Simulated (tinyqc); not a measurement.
What moves the results: heavy doping: gap narrowing, degeneracy and the minority density. A value that a table varies takes the place of the one given here.

F_j(eta) = (1/Gamma(j + 1)) integral_0^infinity x^j dx/(1 + exp(x - eta)), which tends to exp(eta) for eta << 0.

Empirical narrowing (Slotboom form, constants chosen for the exercise; published fits of this form give the apparent narrowing, here it is taken as the true one): dEg = E0 [ln(N/N0) + sqrt(ln(N/N0)^2 + C)].

Majority: N = Nc F_1/2(eta), eta the distance of EF beyond the majority band edge in kT. Degeneracy factor gam = F_1/2(eta)/exp(eta). ni0^2 = Nc Nv exp(-Eg/kT); product n p = ni0^2 gam exp(dEg/kT), dEg the true narrowing; apparent narrowing dEa = dEg + kT ln gam; minority density = n p/N.

Bipolar transistor with N as emitter doping: beta = K (N/NB) exp((dEa_B + dG - dEa_E)/kT), dEa_E = dEg(N) + kT ln gam, dEa_B = dEg(NB). For the sweep in T, Nc is scaled as (T/T0)^(3/2) from its value at T0 = T.

Constants: kB = 8.617333262e-05 eV/K.

Values chosen for the exercise (gap and densities of states near those of Si at this temperature; narrowing constants near the fits for Si; the results hold for these values, not for the real material):
- Eg = 1.138 eV (gap)
- Nc = 2.97e+19 1/cm^3 (conduction-band density of states)
- Nv = 1.19e+19 1/cm^3 (valence-band density of states)
- T = 300 K
- E0 = 7.16 meV (narrowing scale)
- N0 = 1.2e+17 1/cm^3 (onset density)
- C = 0.5 (smoothing constant)
- N = 3.9e+19 1/cm^3 (ionised donors, equal to the majority density)
- NB = 1e+18 1/cm^3 (base doping)
- K = 3.1 (ratio (D_B W_E)/(D_E W_B))
- dG = 50 meV (extra narrowing of the base by alloying)

## Narrowing against degeneracy

N takes the values listed; the last column is N over the factor gam exp(dEg/kT), the doping that a simple model would need to give the same minority density.

Results:
```
N (1/cm^3),eta,gam,dEg (meV),dEa (meV),minority (1/cm^3),effective doping (1/cm^3)
9.0e+16,-5.80,0.999,3.4,3.4,341,7.90e+16
3.0e+17,-4.59,0.996,14.8,14.8,159,1.70e+17
9.0e+17,-3.49,0.989,29.7,29.4,93.6,2.88e+17
3.0e+18,-2.26,0.965,46.6,45.7,52.7,5.12e+17
9.0e+18,-1.09,0.899,62.2,59.5,29.9,9.02e+17
3.0e+19,0.36,0.703,79.4,70.3,13.6,1.98e+18
9.0e+19,2.14,0.357,95.1,68.4,4.23,6.37e+18
2.0e+20,4.10,0.111,106.5,49.8,0.924,2.92e+19
6.0e+20,8.87,0.00283,122.2,-29.5,0.0143,1.88e+21
```

dEg grows steadily to 122.2 meV, while the apparent value peaks at 70.3 meV for N = 3e+19 and falls to -29.5 meV as the Fermi level enters the band (a negative value is not met in measurements: parabolic bands with a fixed mass overstate the filling). N grows by a factor 33 from the third to the sixth row and the effective doping by 6.9: net of degeneracy, narrowing takes away 79 % of the factor gained by heavier doping.

## Current gain against temperature

Gain:
```
T (K),beta,beta with dG = 0,without narrowing
150,364,7.60,121
200,247,13.6,121
250,200,19.7,121
300,177,25.6,121
350,163,31.1,121
400,154,36.1,121
450,148,40.7,121
```

dEa_B + dG - dEa_E at T0 = 9.8 meV

beta is 364 at 150 K and 148 at 450 K, since the net exponent is positive: the gap is narrower in the base. At 300 K narrowing and degeneracy change the gain by a factor 0.212 and alloying the base by 6.92.

## What moves the minority density and the gain

All results formed anew. Each row changes one parameter from the base and keeps the others.

Results:
```
case,dEg (meV),dEa (meV),minority (1/cm^3),beta
base,83.13,71.34,10.9,177
N = 7.8e+19 1/cm^3,93.03,69.84,5.15,375
E0 = 8.592 meV,99.76,87.97,20.8,118
N0 = 2.4e+17 1/cm^3,73.25,61.46,7.45,179
Eg = 1.158 eV,83.13,71.34,5.04,177
Nc = 3.86e+19 1/cm^3,83.13,74.02,15.7,159
NB = 2e+18 1/cm^3,83.13,71.34,10.9,129
```

The largest shifts from the base row, up to three for each result and ties (the steps differ in size, so this ranks the rows, not the parameters). dEg (meV): E0 +16.63, N +9.89, N0 -9.88; unchanged at the printed digits by Eg, Nc and NB. dEa (meV): E0 +16.63, N0 -9.88, Nc +2.68; unchanged at the printed digits by Eg and NB. minority (1/cm^3): E0 +9.85, Eg -5.88, N -5.77; unchanged at the printed digits by NB. beta: N +198, E0 -58.5, NB -48.0; unchanged at the printed digits by Eg.

(tinyqc, `OMP_NUM_THREADS=1 python tinyqc.py 1652026 1652027 out.jsonl`, Intel(R) Xeon(R) Processor @ 2.30GHz, 1 thread, shared host, about 0.01 s.)
